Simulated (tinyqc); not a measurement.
# Punch-through p+-n junction, ionisation integral and breakdown: effect of the drift doping

A p+ layer at x < 0 and an n drift layer from x = 0 to L on an n+ substrate. Depletion approximation, built-in voltage neglected. Local ionisation coefficients alpha_n = an exp(-(bn/E)^mx), alpha_p = ap exp(-(bp/E)^mx). Electrons move towards +x, holes towards x = 0.

W = sqrt(2 eps0 eps_r V/(q N)), peak field E0 = q N W/(eps0 eps_r), falling linearly to 0 at W; if W > L the layer is punched through: W = L, E0 = V/L + q N L/(2 eps0 eps_r), falling linearly to E1 = V/L - q N L/(2 eps0 eps_r). G(x) = integral from 0 to x of (alpha_n - alpha_p); I_n = integral of alpha_n exp(-G) (electrons injected at x = 0), I_p = integral of alpha_p exp(G(end) - G) (holes injected at the far edge); M = 1/(1 - I). Integrals on a fine grid; BV is where I_n = 1. Specific on-resistance Ron = L/(q mu N) with constant mobility and full ionisation.

Values chosen for this exercise; material values close to those of gallium arsenide:
- eps_r = 12.9 (relative permittivity)
- an = 3.06e5 1/cm (prefactor of the electron ionisation coefficient)
- bn = 6.46e5 V/cm (field constant for electrons)
- ap = 2.14e5 1/cm (prefactor of the hole ionisation coefficient)
- bp = 6.61e5 V/cm (field constant for holes)
- mx = 1.6 (exponent)
- mu = 7730 cm^2/(V s) (electron mobility of the drift layer)
- L = 0.44 um (thickness of the drift layer)

Constants: q = 1.602176634e-19 C, eps0 = 8.8541878128e-14 F/cm where lengths are in cm. Results are converted to the units shown.

Effect of the drift doping:

| N (cm^-3) | BV (V) | E0 at BV (kV/cm) | W at BV (um) | Ron (mohm cm^2) | BV^2/Ron (MW/cm^2) | eps0 eps_r mu E0^3/4 (MW/cm^2) |
|---|---|---|---|---|---|---|
| 4.2e15 | 16.5 | 388 | 0.440 | 0.00846 | 32.2 | 129 |
| 8e15 | 16.5 | 399 | 0.440 | 0.00444 | 61.2 | 141 |
| 1.5e16 | 16.4 | 420 | 0.440 | 0.00237 | 114 | 164 |
| 2.9e16 | 16.3 | 459 | 0.440 | 0.00123 | 216 | 214 |
| 5.7e16 | 15.5 | 528 | 0.440 | 6.23e-4 | 386 | 326 |
| 1.1e17 | 12.7 | 626 | 0.406 | 3.23e-4 | 499 | 541 |
| 2.1e17 | 9.83 | 761 | 0.258 | 1.69e-4 | 571 | 972 |
| 4e17 | 8.18 | 958 | 0.171 | 8.88e-5 | 754 | 1.94e3 |

What does the comparison show?

BV falls from 16.5 to 8.18 V while the critical field rises from 388 to 958 kV/cm. BV goes as N^(0.00) between the first two rows and N^(-0.28) between the last two (a coefficient proportional to E^7 gives -0.75 without punch-through). BV^2/Ron rises from 32.2 to 754 MW/cm^2; the layer is punched through at breakdown in 5 of the 8 rows. In every row the layer is under 0.5 um wide or BV under 36 V, so dead space, tunnelling and the built-in voltage, all left out, matter.

Computed by the program tinyqc: `OMP_NUM_THREADS=1 python tinyqc.py 2120113 2120114 out.jsonl`, one thread of a shared Intel Xeon 2.30GHz, about 0.06 s for the whole run.
